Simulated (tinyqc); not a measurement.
# Vertical double-diffused power MOSFET, components of the on-resistance: two studies

Stripe cells of pitch Wp + a, two channels a cell. Current flows through the channels, spreads in the accumulation layer, passes the gap between the p bodies and spreads at 45 degrees into the drift layer below them. Low drain voltage, full ionisation.

Values chosen for this exercise; bulk values close to those of 4H silicon carbide:
```
symbol,value,unit,meaning
T,300,K,temperature
eps_r,9.9,,relative permittivity
Kc,22700,V/cm per (cm^-3)^(1/8),critical-field constant
BV,1700,V,rated breakdown voltage of the drift layer
mud,804,cm^2/(V s),drift mobility at 300 K
bt,2.2,,temperature exponent of the drift mobility
tox,33,nm,gate oxide thickness (eps_r 3.9)
Vov,9,V,gate overdrive
mch,20,cm^2/(V s),channel mobility
mac,57,cm^2/(V s),accumulation-layer mobility
Lc,1.3,um,channel length
Wp,3.8,um,"width of the p body in one cell, channels included"
a,2.8,um,gap between neighbouring p bodies
xp,1.1,um,depth of the p body
Nj,2,,doping of the gap over the drift doping
Vbi,2.95,V,built-in voltage of the body junction
Rs,0.051,mohm cm^2,substrate and contact resistance
```

Constants: q = 1.602176634e-19 C, eps0 = 8.8541878128e-14 F/cm where lengths are in cm. Results are converted to the units shown.

Each table varies one quantity; the others keep the values above.

## On-resistance against the rated breakdown voltage of the drift layer

Triangular field at breakdown with Ec = Kc N^(1/8): BV = eps0 eps_r Ec^2/(2 q N), so N = (eps0 eps_r Kc^2/(2 q BV))^(4/3); W = 2 BV/Ec; mu = mud (T/300 K)^(-bt); rho = 1/(q mu N); ideal resistance rho W. Pitch p = Wp + a, Cox = 3.9 eps0/tox; zero-bias depletion in the gap w0 = sqrt(2 eps0 eps_r Vbi/(q N Nj)), open gap g = a - 2 w0; R_ch = Lc p/(2 mch Cox Vov); R_acc = 0.6 a p/(4 mac Cox Vov), 0.6 being an empirical factor for current leaving the layer along its length; R_gap = (rho/Nj) xp p/g; spreading depth t = min(W, (p - g)/2); R_drift = (rho p/2) ln((g + 2 t)/g) + rho (W - t); R_on = the sum with Rs.

The same in every row: R_ch (mohm cm^2) = 2.278; R_acc (mohm cm^2) = 0.5164.

Results:
```
BV (V)  R_gap (mohm cm^2)  R_drift (mohm cm^2)  R_on (mohm cm^2)  ideal (mohm cm^2)  largest term
300               0.01425              0.03142             2.891            0.02015       channel
490               0.02867              0.09214             2.966            0.06869       channel
800               0.05887               0.2842             3.188             0.2339       channel
1300               0.1241               0.8987             3.868             0.7875       channel
2100               0.2737                2.870             5.988              2.612         drift
5600                2.260                32.34             37.45              30.33         drift
```

Estimate the missing row, BV = 3500 V.

Computed row:
```
BV (V)  R_gap (mohm cm^2)  R_drift (mohm cm^2)  R_on (mohm cm^2)  ideal (mohm cm^2)  largest term
3500               0.7142                10.06             13.62              9.366         drift
```

With this row back in the table: R_on rises from 2.89 to 37.4 mohm cm^2. The channel term is the largest at BV = 300, the drift term from 2100 on. R_on is 143 times the ideal drift resistance in the first row and 1.23 times in the last. The ideal resistance goes as BV^(2.50), and R_on as BV^(2.15) between the last two rows.

## On-resistance against the doping of the gap over the drift doping

Same model as above.

The same in every row: R_ch (mohm cm^2) = 2.2776; R_acc (mohm cm^2) = 0.51639; ideal (mohm cm^2) = 1.5400.

On-resistance against the doping of the gap over the drift doping:
```
Nj   R_gap (mohm cm^2)  R_drift (mohm cm^2)  R_on (mohm cm^2)  largest term
1              0.47833               1.7710            5.0944       channel
1.5            0.27581               1.7350            4.8559       channel
2              0.19144               1.7166            4.7531       channel
3              0.11726               1.6971            4.6593       channel
5             0.065056               1.6796            4.5897       channel
8             0.038569               1.6683            4.5519       channel
12            0.024828               1.6609            4.5308       channel
```

What does the table show?

R_on falls from 5.09 to 4.53 mohm cm^2. The channel term is the largest at Nj = 1 and in all other rows. R_on is 3.31 times the ideal drift resistance in the first row and 2.94 times in the last.

Program tinyqc, `OMP_NUM_THREADS=1 python tinyqc.py 2230146 2230147 out.jsonl`; Intel Xeon 2.30GHz, shared host, one thread, about 0.01 s.
